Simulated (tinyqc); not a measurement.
The internal displacement: deformation potentials from a strained empirical pseudopotential.

Diamond lattice, no spin-orbit coupling. Atomic form factor V(q) = a1 (q^2 - a2)/(a3 exp(a4 q^2) - 1) in rydberg with q in 1/bohr, for the unstrained cell. Under a strain e the reciprocal vectors and k go over into (1 + e)^(-1) G, the atoms sit at +/- tau with tau = (1 + e) a (1,1,1)/8 - zeta a (eyz, ezx, exy)/4, and H(G,G') = c |k + G|^2 delta + (V(q)/det(1 + e)) cos(q.tau), q = G - G', with the term q = 0 left out; c = hbar^2/2m0. The basis is fixed before straining: all G with |k + G|^2 up to 16 (2 pi/a)^2. k is given in units of 2 pi/a of the unstrained cell.

Constants: hbar^2/2m0 = 3.80998211 eV angstrom^2; Ry = 13.60569312 eV; a0 (Bohr radius) = 0.5291772105 angstrom.

Inputs chosen for the exercise (out of a larger set: near those of Si; not measured data): a = 5.424 angstrom (lattice constant); A = (0.534, 2.166, 2.058, 0.489) (a1 (Ry bohr^2), a2 (1/bohr^2), a3, a4 (bohr^2)); h = 0.002 (size of the test strain).

Xu of L (level 5, the lowest empty one) and d from exy = eyz = ezx = h for several zeta: Xu = [E(L [111]) - E(L [1-1-1])]/((8/3) h), d = (single valence level - pair)/(3 sqrt(3) h). zeta = 0 strains the bonds with the lattice; zeta = 1 keeps all four bond lengths equal to first order.

Results:

| zeta | Xu (L) (eV) | d (eV) |
|---|---|---|
| 0.00 | 11.48 | 0.28 |
| 0.25 | 11.78 | -1.94 |
| 0.50 | 12.10 | -4.16 |
| 0.60 | 12.23 | -5.05 |
| 0.75 | 12.42 | -6.38 |
| 1.00 | 12.75 | -8.60 |

How do the results move, and what explains it?

From zeta = 0 to 1, d goes from 0.28 to -8.60 eV and Xu (L) from 11.48 to 12.75 eV, both nearly linearly: the displacement is an optical-phonon mode, and d = d(0) - zeta d0/4 gives its deformation potential d0 = 36 eV. Leaving the relaxation out (zeta = 0 for 0.5) moves d by +4.44 eV, which reverses its sign, and Xu (L) by -0.62 eV. Tetragonal strain has no such freedom.

Run: tinyqc, `OMP_NUM_THREADS=1 python tinyqc.py 1881081 1881082 out.jsonl`; Intel(R) Xeon(R) Processor @ 2.30GHz, one thread, shared host; about 0.2 s of CPU time with all checks.
